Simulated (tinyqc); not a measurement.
Ferroelectric hysteresis, discrete Preisach model: First-order reversal: partial erase after a full write.

25 bistable elements (j, k) switch to +1 when V reaches u_j and to -1 when V falls to -u_k, and keep their state between. P = Ps sum w_jk s_jk. All elements start at -1. No time dependence and no dielectric part.

w_jk is proportional to exp[-(a_j^2 + a_k^2 - 2 cr a_j a_k)/(2 (1 - cr^2))], a_j = (u_j - Vc)/sg, and the weights sum to one. Sequence: +3 V, then -Vr (state P1), then +Vr (state P2), then -Vr again (P3).

Values chosen for this exercise:
```
symbol,value,unit,meaning
Ps,18,uC/cm^2,saturation polarisation
Vc,1.6,V,mean coercive voltage
sg,0.59,V,spread of the switching voltages
up,"[0.3, 0.9, 1.5, 2.1, 2.7]",V,list of the u_j
cr,0,,correlation of up and down voltages
```

First-order reversal: partial erase after a full write:

| Vr (V) | P1 (uC/cm^2) | P2 (uC/cm^2) | P3 (uC/cm^2) |
|---|---|---|---|
| 0 | 18.00 | 18.00 | 18.00 |
| 0.6 | 16.70 | 16.75 | 16.70 |
| 1.2 | 9.41 | 11.46 | 9.41 |
| 1.8 | -5.12 | 9.73 | -5.12 |
| 2.4 | -15.41 | 15.59 | -15.41 |
| 3 | -18.00 | 18.00 | -18.00 |

P1 falls from 18.0 to -18.0 uC/cm^2; the largest single drop, 14.5 uC/cm^2, comes between Vr = 1.2 and 1.8 V. P3 equals P1 in every row: a minor loop closes on itself (return-point memory). The height P2 - P1 of the minor loop goes from 0.0470 uC/cm^2 at Vr = 0.6 V to 36.0 at full amplitude.

tinyqc, about 0.01 s, one thread, Intel Xeon 2.30GHz (shared host): `OMP_NUM_THREADS=1 python tinyqc.py 2860056 2860057 out.jsonl`
